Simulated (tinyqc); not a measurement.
# Current crowding under a contact, resistor ladder against the transmission-line model: convergence with the number of cells

A metal contact of length d and width W on a thin layer of the same width. The metal has no resistance, the sheet resistance under it equals Rsh, and current enters the layer at the front edge x = 0.

Cut the contact into n cells of length hc = d/n. Neighbouring cell centres are joined by a = W/(Rsh hc), each centre joins the metal (0 V) by g = W hc/rc, and I enters cell 1 through half a cell: -a v_(i-1) + b_i v_i - a v_(i+1) = I for i = 1 and 0 otherwise, b_i = g + 2 a (g + a at both ends). Rc = v_1/I + 1/(2 a). The error is against Transfer length Lt = sqrt(rc/Rsh); front resistance Rc = (Rsh Lt/W) coth(d/Lt); end resistance Re = (Rsh Lt/W)/sinh(d/Lt).

Parameters, values chosen for the exercise: sheet resistance of the semiconductor layer Rsh = 210 ohm/sq; specific contact resistivity rc = 1.2e-7 ohm cm^2; contact length d = 0.13 um; contact width W = 12 um.

Result of one run:
```
hc/Lt    Rc (ohm)  error (%)
0.27191    8.5353       1.18
```

Which cells n gave this result: 1, 2, 8, 16 or 64?

n = 2.

The whole series:
```
n       hc/Lt  Rc (ohm)  error (%)
1     0.54383    8.8298       4.67
2     0.27191    8.5353       1.18
4     0.13596    8.4609      0.295
8    0.067979    8.4423     0.0737
16   0.033989    8.4377     0.0184
32   0.016995    8.4365    4.61e-3
64  0.0084973    8.4362    1.15e-3
```

The exact Rc is 8.4361 ohm. The error falls from 4.7 % to 0.0012 %, by a factor of 4.0 over the last doubling: second order in the cell length.

Program tinyqc, `OMP_NUM_THREADS=1 python tinyqc.py 2760032 2760033 out.jsonl`; Intel Xeon 2.30GHz, shared host, one thread, about 0.01 s.
